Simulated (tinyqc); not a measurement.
# FinFET, parasitic resistance, capacitance and delay: several studies

Nf fins under one contact; each has gated perimeter p = 2 Hf + Wf and cross-section A = Hf Wf; contact width Wc = Nf pf, stack height Hs = Hf. Contact length Lc = CPP - Lg - 2 Lsp, shared by two neighbouring gates. Source and drain sides are equal. The formulas are first-order estimates, not field solutions.

Inputs (values chosen for the exercise); values close to those of silicon logic devices:
- T = 300 K (temperature)
- Nf = 1 (number of fins)
- Hf = 50 nm (fin height)
- Wf = 6 nm (fin width)
- pf = 24 nm (fin pitch)
- CPP = 70 nm (contacted gate pitch)
- Lg = 18 nm (gate length)
- Lsp = 6 nm (spacer length)
- ks = 7 (relative permittivity of the spacer)
- Hc = 25 nm (gate height above the channel stack)
- rc = 1.8e-9 ohm cm^2 (contact resistivity)
- re = 0.00028 ohm cm (resistivity of the source-drain epitaxy)
- te = 20 nm (current-carrying depth of the epitaxy)
- rx = 0.0019 ohm cm (resistivity of the extension)
- Lov = 0.5 nm (gate overlap)
- Cinv = 3.4 uF/cm^2 (inversion capacitance)
- vx = 8.9e6 cm/s (injection velocity)
- mu = 150 cm^2/(V s) (apparent mobility)
- VT = 0.19 V (threshold at zero drain voltage)
- dl = 0.04 V/V (barrier lowering)
- n = 1.28 (subthreshold factor)
- Cw = 0.1 fF (wire load)
- Vdd = 0.75 V (supply voltage)

Constants: q = 1.602176634e-19 C, kB = 1.380649e-23 J/K, eps0 = 8.8541878128e-12 F/m, Vt = kB T/q. Results are converted to the units shown.

Each table varies one quantity; the others keep the values above.

## Effect of the spacer length

Epitaxy sheet resistance Rsh = re/te, transfer length LT = sqrt(rc/Rsh), contact Rc = [sqrt(rc Rsh)/Wc] coth(Lc/(2 LT)); extension of one fin Rx = rx Lsp/A. With N fins: gate Cg = Cinv p N Lg; per side, plate Cp = ks eps0 [Wc (Hs + Hc) - N A]/Lsp, top fringe Cf = (2/pi) ks eps0 Wc ln(1 + Lg/(2 Lsp)), overlap Co = Cinv p N Lov. One fin: I = p Q vx u/(1 + |u|^1.8)^(1/1.8), Q = Cinv n Vt ln(1 + exp((Vg' - VT + dl Vd')/(n Vt))), u = Vd' mu/(vx Lg), Vg' = Vgs - v, Vd' = Vds - 2 v, with the drop on each side v = Rc (sum of I) + Rx I. Ieff = [I(Vgs = Vdd, Vds = Vdd/2) + I(Vdd/2, Vdd)]/2, total currents. With Cs = Cp + Cf + Co, the load of an inverter of two such devices driving an equal one is CL = 2 (Cg + 2 Cs) + 4 Cs + Cw (own drains counted twice for the Miller effect); delay CL Vdd/(2 Ieff).

Effect of the spacer length:
```
Lsp (nm)  Rc (ohm)  Rx/N (ohm)  Ieff (uA)  CL (aF)  delay (ps)
2            357.8       126.7      100.3    629.0       2.351
3            369.6       190.0      97.44    502.6       1.934
4            382.7       253.3      94.58    439.0       1.741
5            397.1       316.7      91.74    400.7       1.638
6            413.1       380.0      88.92    375.1       1.582
8            451.1       506.7      83.36    342.8       1.542
10           499.5       633.3      77.88    323.4       1.557
12           562.7       760.0      72.47    310.4       1.606
```

As Lsp goes from 2 to 12 nm, Ieff falls from 100 to 72.5 uA, CL falls from 629 to 310 aF and the delay goes from 2.35 through a minimum of 1.54 (at Lsp = 8 nm among the rows listed) to 1.61 ps. A thin spacer costs capacitance, a thick one resistance and contact length, hence the minimum. For Lsp = 2 to 3 nm the spacer is under 3.5 nm, where leakage and breakdown between gate and contact would forbid it.

## Effect of the supply voltage

Same model as above.

The same in every row: Rc (ohm) = 413.1; Rx/N (ohm) = 380.0; CL (aF) = 375.1.

Result of one run:
```
Vdd (V)  Ieff (uA)  delay (ps)
0.85         107.8       1.479
```

What becomes of these results when the supply voltage Vdd is changed from 0.85 to 0.65 V, all else the same?

Result of the changed run:
```
Vdd (V)  Ieff (uA)  delay (ps)
0.65         70.29       1.734
```

The whole series:
```
Vdd (V)  Ieff (uA)  delay (ps)
0.45         34.72       2.431
0.55         52.07       1.981
0.65         70.29       1.734
0.75         88.92       1.582
0.85         107.8       1.479
0.95         126.8       1.405
```

As Vdd goes from 0.45 to 0.95 V, Ieff rises from 34.7 to 127 uA, CL stays at 375 aF and the delay falls from 2.43 to 1.41 ps.

## Effect of the wire load

Same model as above.

The same in every row: Rc (ohm) = 413.1; Rx/N (ohm) = 380.0; Ieff (uA) = 88.92.

Effect of the wire load:
```
Cw (fF)  CL (aF)  delay (ps)
0.02       295.1       1.244
0.043      318.1       1.341
0.093      368.1       1.552
0.2        475.1       2.003
0.43       705.1       2.973
0.93        1205       5.082
2           2275       9.594
```

As Cw goes from 0.02 to 2 fF, Ieff stays at 88.9 uA, CL rises from 295 to 2280 aF and the delay rises from 1.24 to 9.59 ps.

tinyqc, about 0.04 s, one thread, Intel Xeon 2.30GHz (shared host): `OMP_NUM_THREADS=1 python tinyqc.py 2170133 2170134 out.jsonl`
